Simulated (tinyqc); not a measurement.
Compensation sets the slope of the freeze-out: donors with valley-orbit split 1s states.

Each donor binds at most one electron, in any of its states. For a site s, W_s = sum over its states of g exp(E/kT), and the ionised share is 1/(1 + W_s exp(eta)), eta = (EF - Ec)/kT; n = Nc F_1/2(eta); neutrality n + NA = ND x (mean ionised share); holes are neglected. Nc from N = 2 (m kB T/(4 pi c))^(3/2) with c = hbar^2/2m0, in 1/angstrom^3; times 1e24 for 1/cm^3, m = md. F_j(eta) = (1/Gamma(j + 1)) integral_0^infinity x^j dx/(1 + exp(x - eta)), which tends to exp(eta) for eta << 0.

Constants: hbar^2/2m0 = 3.80998211 eV angstrom^2; kB = 8.617333262e-05 eV/K.

Inputs chosen for the exercise (near those of As in Si; not measured data):
```
symbol  value             unit    meaning
md      1.082             m0      density-of-states mass of the conduction band
E       (52.5, 31.5, 29)  meV     binding energies of 1s(A1), 1s(T2), 1s(E)
g       (2, 6, 4)                 their degeneracies with spin
ND      1.2e+16           1/cm^3  donors
```

NA = K ND. The slope energy is -d ln(n T^(-p))/d(1/kT) between 30 and 36 K, with p = 3/4 for K = 0 and p = 3/2 otherwise.

Results:
```
K       n(30 K) (1/cm^3)  n(36 K) (1/cm^3)  slope energy (meV)
0               2.85e+12          1.77e+13               26.21
0.0010          6.41e+11          1.27e+13               42.06
0.010           6.69e+10          2.53e+12               52.13
0.050           1.28e+10          4.96e+11               52.43
0.20            2.70e+09          1.04e+11               52.45
0.50            6.76e+08          2.61e+10               52.45
```

How do the results move, and what explains it?

Without acceptors the slope is 26.21 meV, against half the ground-state energy, 26.25; with K = 0.05 it is 52.43 meV, against the full 52.5. The full energy (less a few meV where excited levels lie within a few kT) shows where n is far below NA, since the acceptors then hold EF near the donor level: n(36 K)/NA is 1.1 for K = 0.001 and 0.00083 for K = 0.05; for K = 0.001 the sample is still in or near the uncompensated regime, where p = 3/2 is the wrong power, so that slope means little.

Program tinyqc; command `OMP_NUM_THREADS=1 python tinyqc.py 1652626 1652627 out.jsonl`; about 0.01 s on one thread of a shared Intel(R) Xeon(R) Processor @ 2.30GHz.
